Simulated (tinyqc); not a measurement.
Wafer and channel orientation: ellipsoidal valleys in the axes of a wafer and a channel.

Valleys with axes a along x, y and z, two valleys each; inverse mass tensor w = 1/mt + (1/ml - 1/mt) a a. Device axes: z = nz/|nz|, x = nx/|nx|, y = z cross x; in them a = (ax, ay, az). Confinement mass mz = 1/w_zz. In the plane w_ij is replaced by u_ij = w_ij - w_iz w_jz/w_zz (i, j = x, y); density-of-states mass md = 1/sqrt(det u); conductivity mass along x mc = 1/u_xx; ballistic transport mass mx = u_yy/det u, width mass my = 1/u_yy.

Hard walls: E_n = c (n pi/t)^2/mz, c = hbar^2/2m0, n = 1, 2, 3. Non-degenerate share of a valley proportional to md sum_n exp(-E_n/kT); mean 1/mc = sum of share/mc. 1 nm = 10 angstrom.

Constants: hbar^2/2m0 = 3.80998211 eV angstrom^2; kB = 8.617333262e-05 eV/K.

Inputs chosen for the exercise (near those of the Delta valleys of Si; shifted at random, so the results belong to these values and not to a real crystal): ml = 0.936 m0 (longitudinal mass); mt = 0.195 m0 (transverse mass); t = 7.6 nm (thickness of the film); T = 300 K (temperature).

For each face/channel: the lowest ladder (mz, number of valleys, md, E1, share) and the mean conductivity mass over all valleys.

Results:

| face/channel | mz | valleys | md | E1 (meV) | share | mean mc |
|---|---|---|---|---|---|---|
| (110)/[001] | 0.323 | 4 | 0.332 | 20.2 | 0.736 | 0.2465 |
| (111)/[1-10] | 0.265 | 6 | 0.367 | 24.6 | 1.000 | 0.3040 |
| (001)/[100] | 0.936 | 2 | 0.195 | 7.0 | 0.493 | 0.2440 |
| (110)/[1-11] | 0.323 | 4 | 0.332 | 20.2 | 0.736 | 0.3203 |
| (210)/[001] | 0.532 | 2 | 0.259 | 12.2 | 0.442 | 0.2456 |
| (113)/[1-10] | 0.554 | 2 | 0.254 | 11.8 | 0.447 | 0.2552 |
| (112)/[11-1] | 0.413 | 2 | 0.294 | 15.8 | 0.410 | 0.3296 |

The mean conductivity mass is lowest, 0.2440, for (001)/[100] and highest, 0.3296, for (112)/[11-1]; the bulk value is 0.2649. The confinement energy is lowest on the face with the heaviest mz ((001), 7 meV). The density of states of the lowest ladder, valleys times md, runs between 0.390 and 2.199; a small value limits the charge through the quantum capacitance.

Computed by tinyqc, a small Python program: `OMP_NUM_THREADS=1 python tinyqc.py 1880147 1880148 out.jsonl` (the numbers bound the seed that draws the inputs); one thread of a shared host (Intel(R) Xeon(R) Processor @ 2.30GHz), about 0.01 s for the whole set of steps.
